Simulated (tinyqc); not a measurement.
# Changing the pump speed S

Model: gas flow in a process chamber: flow regimes, conductance, effective pumping speed, pump-down, outgassing and purge. Computed by tinyqc, a small Python program. Command: `OMP_NUM_THREADS=1 python tinyqc.py 3120766 3120767 out.jsonl pump sweep`. One thread of a shared host (Intel(R) Xeon(R) Processor @ 2.30GHz), about 0.01 s of CPU time with the checks.

Ideal gas, isothermal flow, a pump of constant speed at the end of a round pipe; process gas, volume gas and outgassing are given the same properties. 1 sccm = 101325 Pa x 1e-6 m^3/60 s x T/273.15 K.

Inputs (values chosen for the exercise, modelled on nitrogen near room temperature): molar mass M = 28.01 g/mol; molecular diameter = 0.37 nm; viscosity eta = 17.8 micropascal s; temperature T = 293 K; chamber volume V = 5.7 L; wall area = 2.3 m^2; pipe diameter d = 10 cm; pipe length l = 28 cm; process gas flow = 210 sccm; outgassing rate after 1 h = 1.5e-05 Pa m^3/(s m^2); outgassing exponent n = 0.96; target base pressure = 2e-05 Pa.

Constants: k_B = 1.380649e-23 J/K; u = 1.6605390666e-27 kg.

Method:
- Mean speed c = sqrt(8 k_B T/(pi m)); aperture conductance C_a = c pi d^2/16; molecular pipe C_m = C_a/(1 + 3 l/(4 d)) (Dushman form); viscous pipe C_v = pi d^4 p_mean/(128 eta l); Knudsen interpolation C = C_v + C_m (1 + x)/(1 + 1.24 x), x = d p_mean sqrt(m/(k_B T))/eta.
- Effective speed 1/S_eff = 1/S + 1/C_m; time constant V/S_eff; pressure at which the free path k_B T/(sqrt2 pi d_m^2 p) equals d.
- Steady flow: the pump inlet is at p_2 = Q/S, and the chamber pressure p_1 solves Q = C((p_1 + p_2)/2) (p_1 - p_2). Residence time = p_1 V/Q.
- Knudsen number = free path at the mean pressure over d.
- From the outgassing limit: t = 1 h x (q_1 A/(S_eff p_target))^(1/n) - 10 s; monolayer time at the target = 1e19 m^-2 x 4 k_B T/(p c) for unit sticking.

One run for each value:
```
pump speed S (L/s)  S_eff in molecular flow (L/s)  chamber pressure p_1 (Pa)  time to the target (h)
5                                            4.92                     76.092                  447.80
13                                          12.46                     29.288                  170.06
36                                          32.12                     10.637                   63.40
97                                          73.18                      4.094                   26.88
260                                        138.87                      1.825                   13.79
690                                        208.16                      1.130                    9.05
1900                                       257.66                      0.929                    7.24
5000                                       281.31                      0.871                    6.61
```

Describe and explain the trends.

Over the rows, S_eff in molecular flow (L/s) rises from 4.92 to 281 (exponent d ln y / d ln x 0.97 between the first rows and 0.091 between the last); chamber pressure p_1 (Pa) falls from 76.1 to 0.871 (exponent d ln y / d ln x -1.00 between the first rows and -0.066 between the last); time to the target (h) falls from 448 to 6.61 (exponent d ln y / d ln x -1.0 between the first rows and -0.095 between the last). At the low end the exponent of S_eff in molecular flow is 0.97, close to 1: the pump limits.

Caution (rows 5.00, 13.0): beyond some 100 h the power law gives way to slower sources such as permeation and bulk diffusion; baking is the usual remedy. Caution (rows 1900, 5000): S over the pipe area exceeds 0.3 of the mean molecular speed: the pipe end cannot pass this speed without choking, so p_2 = Q/S and the conductance formulas are only formal.
